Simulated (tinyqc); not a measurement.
From results back to parameters: inversion layer as a triangular well, valleys of the Si type. Three cases, with inputs chosen for the exercise.

Problem. The spacing of the two lowest levels of one ladder was computed from a hidden sheet density Ns.

The field is taken as constant, e F = 4 pi (e^2/4 pi eps0)(Nd + eta Ns)/eps, with 1e12/cm^2 = 1e-4/angstrom^2, and the oxide as a hard wall at z = 0; c = hbar^2/2m0.

Level j of a valley lies at E_j = a_j (c (e F)^2/m_z)^(1/3) above the band edge at the surface, with the Airy zeros a_j = 2.338107, 4.087949, 5.520560, 6.786708, 7.944134, 9.022651, 10.040174, 11.008524, 11.936016, 12.828777, and has <z> = 2 E_j/(3 e F).

Constants: hbar^2/2m0 = 3.80998211 eV angstrom^2; e^2/(4 pi eps0) = 14.39964547 eV angstrom.

Find: F; Ns.

Method. e F = sqrt(m_z/c) [(E_1 - E_0)/(a_1 - a_0)]^(3/2), with a_0 and a_1 the first two zeros; then Ns = (eps e F/(4 pi e^2/4 pi eps0) - Nd)/eta.

Case 1.

Values chosen (near those of Si; shifted at random, so the results belong to these values and not to a real crystal): m_z = 0.914 m0 (confinement mass); eps = 11.9 (dielectric constant); Nd = 0.18 x 1e12/cm^2 (depletion charge); eta = 0.5 (share of Ns in the effective field).

E_1 - E_0 = 31.5547 meV

Solution.

F = 0.1186 MV/cm
Ns = 1.20 x 1e12/cm^2

Case 2.

Values chosen (near those of Si; shifted at random, so the results belong to these values and not to a real crystal): m_z = 0.913 m0 (confinement mass); eps = 11.8 (dielectric constant); Nd = 0.11 x 1e12/cm^2 (depletion charge); eta = 0.75 (share of Ns in the effective field).

E_1 - E_0 = 33.0868 meV

Solution.

F = 0.1273 MV/cm
Ns = 0.96 x 1e12/cm^2

Case 3.

Values chosen (near those of Si; shifted at random, so the results belong to these values and not to a real crystal): m_z = 0.3128 m0 (confinement mass); eps = 11.6 (dielectric constant); Nd = 0.6 x 1e12/cm^2 (depletion charge); eta = 0.5 (share of Ns in the effective field).

E_1 - E_0 = 165.6492 meV

Solution.

F = 0.8346 MV/cm
Ns = 9.50 x 1e12/cm^2

Computed by tinyqc, one run a case: `OMP_NUM_THREADS=1 python tinyqc.py N N+1 out.jsonl` with N = 1280806, 1280889, 1280897; one thread of a shared Intel(R) Xeon(R) Processor @ 2.30GHz, about 0.05 s a run at most.
